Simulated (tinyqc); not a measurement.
Pinning of the barrier by interface states.

Cowley-Sze model with the space charge neglected: phiB = S (phiM - chi) + (1 - S)(Eg - phi0), S = 1/(1 + q Dit dl/(eps0 ei)), dl in cm.

Values chosen for this exercise; band and dielectric values close to those of 4H silicon carbide:
```
symbol  value  unit                                         meaning
Eg       3.29    eV                                        band gap
chi      3.67    eV                               electron affinity
dl        0.4    nm              thickness of the interfacial layer
ei          1        relative permittivity of the interfacial layer
phi0     1.41    eV            neutral level above the valence band
phiM      4.6    eV                             metal work function
```

Constants: q = 1.602176634e-19 C, eps0 = 8.8541878128e-14 F/cm where lengths are in cm. Results are converted to the units shown.

Pinning of the barrier by interface states:

| Dit (cm^-2 eV^-1) | S | phiB (eV) | change of phiB for 0.5 eV more work function (eV) |
|---|---|---|---|
| 1e11 | 0.9928 | 0.9368 | 0.4964 |
| 3e11 | 0.9787 | 0.9502 | 0.4894 |
| 1e12 | 0.9325 | 0.9941 | 0.4663 |
| 3e12 | 0.8216 | 1.099 | 0.4108 |
| 1e13 | 0.5801 | 1.329 | 0.2901 |
| 3e13 | 0.3153 | 1.580 | 0.1577 |
| 1e14 | 0.1214 | 1.765 | 0.06069 |
| 3e14 | 0.04403 | 1.838 | 0.02201 |
| 1e15 | 0.01363 | 1.867 | 0.006814 |

What does the comparison show?

S falls from 0.993 to 0.0136, passing 1/2 at Dit = eps0 ei/(q dl) = 1.38e13 cm^-2 eV^-1. The barrier rises from 0.937 to 1.87 eV, from near the Schottky-Mott value phiM - chi = 0.930 eV towards the pinned value Eg - phi0 = 1.88 eV.

Computed by the program tinyqc: `OMP_NUM_THREADS=1 python tinyqc.py 2020013 2020014 out.jsonl`, one thread of a shared Intel Xeon 2.30GHz, about 0.1 s for the whole run.
